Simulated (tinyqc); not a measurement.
Resonant-tunnelling diode, transfer matrices and Tsu-Esaki current: two steps of the calculation.

Emitter (band edge 0), barrier d1, well Lw, barrier d2, collector (edge -V). The bias drops linearly over these layers and none in the contacts; each layer is cut into ns equal slices, flat at the value of their centres. E is the energy of motion across the layers, C = hbar^2/(2 m0), psi and psi'/m are continuous. Transport is coherent, T(E) is taken as independent of the transverse momentum, and charge in the well is ignored.

Parameters, values chosen for the exercise; masses and offsets of a made-up heterostructure: temperature T = 300 K; mass in the well, spacer and contacts mw = 0.058 m0; slices in each layer ns = 1; Fermi energy of both contacts above their band edges Ef = 0.039 eV; bias of the collector V = 0.03 V; trial energy E = 0.03106 eV.

Constants: q = 1.602176634e-19 C, kB = 1.380649e-23 J/K, hbar = 1.054571817e-34 J s, m0 = 9.1093837015e-31 kg, Vt = kB T/q, hbar^2/(2 m0) = 0.0380998212 eV nm^2. Results are converted to the units shown.

Problem 1. Running product of the slice matrices at the trial energy. For the pair (psi, psi'/m) a flat layer has M = [[cos kd, (m/k) sin kd], [-(k/m) sin kd, cos kd]] with k = sqrt(m (E - U)/C) above its edge U, and M = [[cosh Kd, (m/K) sinh Kd], [(K/m) sinh Kd, cosh Kd]] with K = sqrt(m (U - E)/C) below it. Later slices stand to the left. With M acting on (psi, psi'/m) and v = k/m in each lead, T(E) = 4 vL vR/[(vL vR M12 - M21)^2 + (vR M11 + vL M22)^2]. vL = sqrt(mw E/C)/mw, vR = sqrt(mw (E + V)/C)/mw.

```
slice,U (eV),m (m0),width (nm)
0,0.26681102,0.13,2.7
1,-0.01500000,0.058,7.3
2,0.24318898,0.13,2.7
```

Wanted: Product after each layer; T(E).

Solution 1.

Product after each layer:
```
,M11,M12 (nm),M21 (1/nm),M22
barrier d1,5.676,0.8099,38.55,5.676
well,5.884,0.8756,-37.89,-5.469
barrier d2,1.054,0.2847,-0.7839,0.7370
```

T(E) = 0.7177

Problem 2. Current from the resonance alone. J = J0 times the integral over E > 0 of T(E) N(E), N = ln[(1 + exp((Ef - E)/Vt))/(1 + exp((Ef - V - E)/Vt))], J0 = q^2 mw m0 kB T/(2 pi^2 hbar^3) (times 1e-4 for A/cm^2 per eV). For a sharp resonance J = J0 (pi G/2) Tp N(Er), with Er the peak energy, Tp the peak transmission and G the full width at half maximum (in eV). The three values given are estimates from a parabola through three points of 1/T(E).

Er = 0.031336560 eV
Tp = 0.95342537
G = 0.94685862 meV

Find: J0; N(Er); J.

Solution 2.

J0 = 2.427e7 A/(cm^2 eV)
N(Er) = 0.5006
J = 17.23 kA/cm^2

The full integral over T(E) gives 18.16 kA/cm^2; the value above is 5.1 % below it.

tinyqc, about 0.1 s, one thread, Intel Xeon 2.30GHz (shared host): `OMP_NUM_THREADS=1 python tinyqc.py 2600012 2600013 out.jsonl`
